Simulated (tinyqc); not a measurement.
Changing the band width W: Stoner model of a band magnet at zero temperature. Computed by tinyqc, a small Python program. Command: `OMP_NUM_THREADS=1 python tinyqc.py 3016874 3016875 out.jsonl stoner sweep`. One thread of a shared host (Intel(R) Xeon(R) Processor @ 2.30GHz), about 0.02 s of CPU time with the checks.

Five orbitals per spin share one band; u = (E - E_bottom)/W runs from 0 to 1, and the states per spin, atom and energy are g = 5 d(u)/W with d = (3/2) sqrt(u). N(u) is the integral of d from 0. The moment m = n_up - n_down (electrons per atom) moves the fillings to n +/- m/10; the energy is E(m) = E_band(m) - I m^2/4.

Inputs (values chosen for the exercise, for a model d band): filling n per spin orbital = 0.77; Stoner parameter I = 0.906 eV; start moment m0 = 0.46 mu_B; largest number of steps = 600.

Density of states: free-electron (square root).

Method. Solve N(u_F) = n; g_F = 5 d(u_F)/W; the Stoner product is I g_F. Split the bands by Delta = I m, find the common Fermi level that keeps 10 n electrons, and read m(out) = 5 [N(u + Delta/(2W)) - N(u - Delta/(2W))], N clipped to 0 and 1. Start from m0 (at most 0.9 m_max, m_max = 10 min(n, 1 - n)); stop when m changes by less than 1e-8; moments under 1e-5 count as 0.

One run for each value:
```
band width W (eV)  moment m (mu_B)  Stoner product I g_F  g_F (1/eV)
3.58                           2.3                1.7397      1.9202
4.16                           2.3                1.4971      1.6525
4.74                           2.3                1.3139      1.4503
5.33                           2.3                1.1685      1.2897
5.91                           2.3                1.0538      1.1632
6.50                           0.0                0.9582      1.0576
7.08                           0.0                0.8797      0.9709
7.67                           0.0                0.8120      0.8963
8.25                           0.0                0.7549      0.8332
```

What does the table show, and why?

Over the rows, moment m (mu_B) falls from 2.30 to 0, flat over part of the range; Stoner product I g_F falls from 1.74 to 0.755 (exponent d ln y / d ln x about -1.0 throughout); g_F (1/eV) falls from 1.92 to 0.833 (exponent d ln y / d ln x about -1.0 throughout). Compression widens the band and lowers g_F as 1/W, which is how pressure quenches a band moment.

Extremes, crossings and ranges named in words are read from the listed rows.
